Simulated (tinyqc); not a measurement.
BCS gap equation with a constant attraction inside the Debye window: one step, computed by the program tinyqc. Command: `OMP_NUM_THREADS=1 python tinyqc.py 3011869 3011870 out.jsonl bcs walk`. One thread of a shared host (Intel(R) Xeon(R) Processor @ 2.30GHz), about 0.01 s of CPU time with the checks.

Pairs attract with strength V for |xi| < k_B Theta; N(0) is the density of states for one spin. Energies are given as temperatures (E/k_B, in K) unless marked.

Question. Lengths and fields. xi_0 = hbar v_F/(pi Delta_0); lambda_L = sqrt(m_0 eps_0 c^2/(n e^2)); N(0) = 3 n/(2 m_0 v_F^2) for one spin; condensation energy N(0) Delta_0^2/2 = B_c^2/(2 mu_0), mu_0 = 1/(eps_0 c^2); with scattering lambda = lambda_L sqrt(1 + xi_0/l) in the local limit (where xi_0 and l both exceed lambda, nonlocal response makes the true depth larger); Ginzburg-Landau kappa = 0.96 lambda_L/xi_0 + 0.72 lambda_L/l. Free-electron mass throughout; heavier carriers, as in niobium or vanadium, give a larger lambda_L and kappa and can make the metal type II.

Inputs (values chosen for the exercise, modelled on tin):

| quantity | value | unit |
|---|---|---|
| Debye temperature Theta | 196 | K |
| Fermi velocity v_F | 2e+06 | m/s |
| electron density n | 15.5 | 1e28/m^3 |
| mean free path l | 14 | nm |

Solver: secant.

Delta_0 = 6.618800 K

Constants: hbar = 1.054571817e-34 J s; k_B = 1.380649e-23 J/K; m_0 = 9.1093837015e-31 kg; eps_0 = 8.8541878128e-12 F/m; c = 299792458 m/s; e = 1.602176634e-19 C.

Give: coherence length xi_0; London depth lambda_L; critical field B_c(0); depth with scattering; Ginzburg-Landau kappa.

Answer.

coherence length xi_0 = 734.67 nm

London depth lambda_L = 13.498 nm

critical field B_c(0) = 25.876 mT

depth with scattering = 98.706 nm

Ginzburg-Landau kappa = 0.71181

kappa exceeds 1/sqrt(2): type II, and the sample is dirty, l well below xi_0.
